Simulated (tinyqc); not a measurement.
MOS inversion layer, Poisson-Schroedinger loop: two steps of the calculation.

Electrons confined at an insulator interface at z = 0, treated as a hard wall; parabolic valleys, Hartree approximation, no image or exchange terms. The depletion charge lies far deeper than the electrons and gives a uniform field q Nd/(eps0 eps_r); the gate balances all charge. Energies are counted from the band edge at the interface.

Inputs (values chosen for the exercise); masses and permittivity close to those of silicon (100): temperature T = 300 K; relative permittivity eps_r = 11.8; in-plane density-of-states mass of set A md1 = 0.193 m0; in-plane density-of-states mass of set B md2 = 0.41 m0; sheet density of electrons Ns = 4.3e11 cm^-2; mixing factor a = 0.5.

Constants: q = 1.602176634e-19 C, kB = 1.380649e-23 J/K, hbar = 1.054571817e-34 J s, m0 = 9.1093837015e-31 kg, Vt = kB T/q, eps0 = 8.8541878128e-14 F/cm where lengths are in cm. Results are converted to the units shown.

Problem 1. Density, output potential and mixing. n_i = sum_k N_k |psi_k|^2 (converted to cm^-3). Hartree part by Gauss: on the interval before node i the electrons still beyond are S_i = Ns - hz sum_(j<i) n_j, and U_i = U_(i-1) + q S_i hz/(eps0 eps_r) in eV, U_0 = 0 at the interface. Mixing: U(new) = U + a (U(out) - U).

| node | z (nm) | self-consistent potential U at the start (eV) | \|psi\|^2 of A1 (1/nm) | \|psi\|^2 of A2 (1/nm) | \|psi\|^2 of B1 (1/nm) | \|psi\|^2 of B2 (1/nm) |
|---|---|---|---|---|---|---|
| 1 | 3.3 | 0 | 0.23711085 | 0.05958882 | 0.08776373 | 0.070239864 |
| 2 | 6.6 | 0 | 0.06145060 | 0.16277876 | 0.12570465 | 0.009143916 |
| 3 | 9.9 | 0 | 0.00432490 | 0.07368049 | 0.06591550 | 0.038346838 |
| 4 | 13.2 | 0 | 0.00014126 | 0.00671662 | 0.01933849 | 0.095117278 |
| 5 | 16.5 | 0 | 0.00000267 | 0.00025996 | 0.00373212 | 0.063116283 |
| 6 | 19.8 | 0 | 0.00000003 | 0.00000557 | 0.00051677 | 0.021588255 |
| 7 | 23.1 | 0 | 0.00000000 | 0.00000008 | 0.00005424 | 0.004677806 |
| 8 | 26.4 | 0 | 0.00000000 | 0.00000000 | 0.00000448 | 0.000711508 |
| 9 | 29.7 | 0 | 0.00000000 | 0.00000000 | 0.00000030 | 0.000080853 |
| 10 | 33 | 0 | 0.00000000 | 0.00000000 | 0.00000002 | 0.000007161 |
| 11 | 36.3 | 0 | 0.00000000 | 0.00000000 | 0.00000000 | 0.000000510 |
| 12 | 39.6 | 0 | 0.00000000 | 0.00000000 | 0.00000000 | 0.000000030 |
| 13 | 42.9 | 0 | 0.00000000 | 0.00000000 | 0.00000000 | 0.000000001 |
| 14 | 46.2 | 0 | 0.00000000 | 0.00000000 | 0.00000000 | 0.000000000 |
| 15 | 49.5 | 0 | 0.00000000 | 0.00000000 | 0.00000000 | 0.000000000 |
| 16 | 52.8 | 0 | 0.00000000 | 0.00000000 | 0.00000000 | 0.000000000 |

N_k (cm^-2): A1 6.6799176e10, A2 4.8624479e10, B1 2.0193015e11, B2 1.1264619e11

Give: n; U(out); U after round 1.

Solution 1.

| node | n (1e17 cm^-3) | U(out) (eV) | U after round 1 (eV) |
|---|---|---|---|
| 1 | 4.437 | 0.02176 | 0.01088 |
| 2 | 3.843 | 0.03611 | 0.01806 |
| 3 | 2.150 | 0.04404 | 0.02202 |
| 4 | 1.496 | 0.04838 | 0.02419 |
| 5 | 0.788 | 0.05023 | 0.02511 |
| 6 | 0.254 | 0.05076 | 0.02538 |
| 7 | 0.054 | 0.05086 | 0.02543 |
| 8 | 0.008 | 0.05088 | 0.02544 |
| 9 | 0.001 | 0.05088 | 0.02544 |
| 10 | 0.000 | 0.05088 | 0.02544 |
| 11 | 0.000 | 0.05088 | 0.02544 |
| 12 | 0.000 | 0.05088 | 0.02544 |
| 13 | 0.000 | 0.05088 | 0.02544 |
| 14 | 0.000 | 0.05088 | 0.02544 |
| 15 | 0.000 | 0.05088 | 0.02544 |
| 16 | 0.000 | 0.05088 | 0.02544 |

Problem 2. Fermi level and occupations. Level k holds N_k = D_k Vt ln(1 + exp((EF - E_k)/Vt)) with D = 2 md1 m0 q/(pi hbar^2) for the set A, D = 4 md2 m0 q/(pi hbar^2) for the set B per eV (spin included); EF is fixed by sum N_k = Ns.

levels (eV): A1 0.024076120, A2 0.038507677, B1 0.037382798, B2 0.056981070

Give: EF; N_k.

Solution 2.

EF = -0.077617 eV
N_k (cm^-2): A1 8.0798e10, A2 4.6425e10, B1 2.0597e11, B2 9.6807e10

tinyqc, about 1 s, one thread, Intel Xeon 2.30GHz (shared host): `OMP_NUM_THREADS=1 python tinyqc.py 2160089 2160090 out.jsonl`
